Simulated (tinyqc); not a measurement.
Thickness, silicon consumed, volume change, sheet resistance: thermodynamics of metal silicides: hull, first phase, silicon consumed, nucleation and stability against SiO2. Computed by tinyqc, a small Python program. Command: `OMP_NUM_THREADS=1 python tinyqc.py 3011862 3011863 out.jsonl silphase walk`. One thread of a shared host (Intel(R) Xeon(R) Processor @ 2.30GHz), about 0.01 s of CPU time with the checks.

Entropies of formation of the solids are neglected, so heats stand for free energies. Si fractions: M5Si3 0.3750, MSi 0.5000, MSi2 0.6667.

Inputs (values chosen for the exercise, for a model metal): molar volume of M = 10.64 cm^3/mol; molar volume of Si = 12.06 cm^3/mol; metal thickness t = 12 nm.

Phases: M5Si3, MSi, MSi2.

volumes of the three phases per mole of M (cm^3/mol): 15.3  18.1  25.7

resistivities of the three phases (microohm cm): 68  25  33

Method. Per phase M_a Si_b, for ample silicon (not limited to t_Si): silicide thickness = t V/V_M; silicon consumed = t (b/a) V_Si/V_M; net volume change = V/(V_M + (b/a) V_Si) - 1; the top surface lies (silicide thickness - silicon consumed) above the old interface; sheet resistance = resistivity/thickness.

Films:

| phase | thickness (nm) | Si consumed (nm) | volume change (%) | top above old interface (nm) | sheet resistance (ohm) |
|---|---|---|---|---|---|
| M5Si3 | 17.256 | 8.161 | -14.410 | 9.0947 | 39.407 |
| MSi | 20.414 | 13.602 | -20.264 | 6.8120 | 12.247 |
| MSi2 | 28.985 | 27.203 | -26.064 | 1.7820 | 11.385 |

silicon consumed by MSi = 13.602 nm

sheet resistance of MSi = 12.247 ohm

For a given sheet resistance the silicon consumed goes as resistivity x (b/a)/V: M5Si3 2.67, MSi 1.38, MSi2 2.57. It is least for MSi, which matters on shallow junctions and thin silicon. All three reactions shrink the total volume.

Extremes, crossings and ranges named in words are read from the listed rows.
